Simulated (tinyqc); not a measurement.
# From growth rate back to total flow F_t

Model: precursor delivery by bubblers, mass-transport growth and the solid composition of a III-V alloy. Computed by tinyqc, a small Python program. Command: `OMP_NUM_THREADS=1 python tinyqc.py 3008296 3008297 out.jsonl movpe_thermo inv`. One thread of a shared host (Intel(R) Xeon(R) Processor @ 2.30GHz), about 0.02 s of CPU time with the checks.

1 sccm = 44.615 micromol/min; 1 torr = 133.322 Pa. The sources decompose fully at the surface.

Inputs (values chosen for the exercise, modelled on trimethylgallium (source 1) and trimethylindium (source 2) for the vapour pressures):
```
quantity                                                                                                  value        unit
bath temperature T1                                                                                         268           K
bath temperature T2                                                                                         303           K
bubbler pressure p_b                                                                                       1400        torr
carrier flow F1                                                                                               4        sccm
carrier flow F2                                                                                              73        sccm
group-V flow F_V                                                                                            170        sccm
reactor pressure p                                                                                          760        torr
growth temperature T                                                                                        870           K
diffusivity at 273 K and 760 torr                                                                          0.43      cm^2/s
flow cross-section A                                                                                         51        cm^2
distance from the leading edge z                                                                            9.5          cm
lattice constant a                                                                                         5.52    angstrom
interaction L0 of the solid                                                                                16.9      kJ/mol
log10 of p_B,eq over pure BC at 1000 K and 1 torr of group V (exaggerated: liquid indium has about -4.1)   -2.2  log10 torr
enthalpy of that equilibrium H                                                                              336      kJ/mol
```

Alloy: mixing on the group-III sites, with desorption of B.

constants a, b of source 1 (log10 torr, K): 8.043  1703

constants a, b of source 2 (log10 torr, K): 10.52  3014

Constants: k_B = 1.380649e-23 J/K; R = 8.314462618 J/(mol K).

Method:
- log10 p_v = a - b/T_bath; molar flow = F x 44.615 x p_v/(p_b - p_v) for a saturated bubbler.
- p_i = p n_i/(44615 F_t), F_t in slm; p_V = p F_V/(1000 F_t), counted per molecule supplied; V/III = 44.615 F_V/(n1 + n2); vapour fraction of source 2 = n2/(n1 + n2).
- Mean velocity u = (F_t/A)(760/p)(T/273); D = D0 (T/273)^1.75 (760/p); boundary layer delta = sqrt(pi D z/u); flux = D dp/(delta k_B T); growth rate = flux x a^3/4.
- A sticks fully. B desorbs: its surface pressure is p_B* = x gamma_B K/sqrt(p_V), ln gamma_B = L0 (1 - x)^2/(R T), K = 10^(log10 K at 1000 K) exp[-(H/R)(1/T - 1/1000)], p_V in torr. With equal diffusivities x = (p_2 - p_B*)/(p_1 + p_2 - p_B*). Growth rate = rate per torr x p_1/(1 - x).

Task: A run gave the result below. Find the total flow F_t, known to lie between 7.3 and 23 slm.

growth rate = 0.3883285 micrometre/h

Result:

Each step takes the trial c = (a f_b - b f_a)/(f_b - f_a), f being the result less the target and a, b, c the logarithms of the listed values; c replaces end b, the old b replaces a if the sign of f changed, and otherwise f_a is halved.

Scan of the range:
```
total flow F_t (slm)  growth rate (micrometre/h)
7.30                                    0.542640
8.84                                    0.493099
10.70                                   0.448179
13.00                                   0.406582
15.70                                   0.369948
19.00                                   0.336258
23.00                                   0.305585
```

False position (Illinois rule, in the logarithm of the input) inside the bracket:
```
step    end a    end b    trial  growth rate (micrometre/h)
1     13.0000  15.7000  14.2817                    0.387897
2     13.0000  14.2817  14.2212                    0.388722
3     14.2817  14.2212  14.2500                    0.388328
4     14.2212  14.2500  14.2500                    0.388328
```

Growth rate falls at every point of a 13-point scan of the range (every second point is shown), so one value fits; it is bracketed by 13.0 and 15.7. Answer: total flow F_t = 14.25 slm.

Caution: the boundary layer is a quarter or more of the root of the cross-section, so it fills much of the channel and depletion along the flow matters. Caution: x lies inside the spinodal of the bulk alloy, 2 L0 x (1 - x) > R T; only kinetics or coherency strain keep such a layer uniform.
